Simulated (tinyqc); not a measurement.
From results back to parameters: Boltzmann transport in a parabolic band with a power-law relaxation time. Three cases, with inputs chosen for the exercise.

Problem. The Seebeck coefficient and the Hall density nH = n/rH are given; md is hidden (a Pisarenko analysis).

F_j(eta) = (1/Gamma(j + 1)) integral_0^infinity x^j dx/(1 + exp(x - eta)), which tends to exp(eta) for eta << 0.

n = N F_1/2(eta) with N = 2 (m kB T/(4 pi c))^(3/2) with c = hbar^2/2m0, in 1/angstrom^3; times 1e24 for 1/cm^3, m = md.

tau = tau0 x^r with x = E/kT. With K_j = Gamma(j + 1) F_j(eta): <tau> = tau0 (r + 3/2) K_(r+1/2)/((3/2) K_(1/2)); mu = <tau>/(mc m0/e), m0/e = 5.685630e-12 kg/C; Hall factor rH = (3/2) K_(1/2) (2r + 3/2) K_(2r+1/2)/((r + 3/2) K_(r+1/2))^2; Seebeck S = -(kB/e) [(r + 5/2) K_(r+3/2)/((r + 3/2) K_(r+1/2)) - eta]; Lorenz number L = (kB/e)^2 [(r + 7/2) K_(r+5/2)/((r + 3/2) K_(r+1/2)) - ((r + 5/2) K_(r+3/2)/((r + 3/2) K_(r+1/2)))^2]; kB/e in V/K. Valley anisotropy is left out of rH.

Constants: hbar^2/2m0 = 3.80998211 eV angstrom^2; kB = 8.617333262e-05 eV/K.

Case 1.

Values chosen (out of a larger set: masses near those of GaN; tau0 is set for a mobility of the usual size at this n, kL is a free input; freeze-out and phonon drag, which matter near 77 K, are left out; not measured data): r = -0.5 (exponent of tau); T = 500 K.

S = -574.720 microvolt/K
nH = 3.7370e+16 1/cm^3

Case 2.

Values chosen (out of a larger set: masses near those of Si; tau0 is set for a mobility of the usual size at this n, kL is a free input; freeze-out and phonon drag, which matter near 77 K, are left out; not measured data): r = 0.5 (exponent of tau); T = 77 K.

S = -264.830 microvolt/K
nH = 3.1503e+18 1/cm^3

Case 3.

Values chosen (out of a larger set: masses near those of SiC; tau0 is set for a mobility of the usual size at this n, kL is a free input; freeze-out and phonon drag, which matter near 77 K, are left out; not measured data): r = 1.5 (exponent of tau); T = 200 K.

S = -749.047 microvolt/K
nH = 4.6627e+16 1/cm^3

Find: eta; rH; n; md.

Solution. S depends on eta alone and |S| falls steadily with it; eta gives rH and so n, and N = n/F_1/2(eta) gives md from N proportional to md^(3/2).

Case 1.

eta = -4.66
rH = 1.177
n = 4.4e+16 1/cm^3
md = 0.196 m0

Case 2.

eta = 0.29
rH = 1.079
n = 3.4e+18 1/cm^3
md = 1.060 m0

Case 3.

eta = -4.69
rH = 1.930
n = 9.0e+16 1/cm^3
md = 0.803 m0

Computed by tinyqc, one run a case: `OMP_NUM_THREADS=1 python tinyqc.py N N+1 out.jsonl` with N = 1681412, 1681445, 1681448; one thread of a shared Intel(R) Xeon(R) Processor @ 2.30GHz, about 0.01 s a run at most.
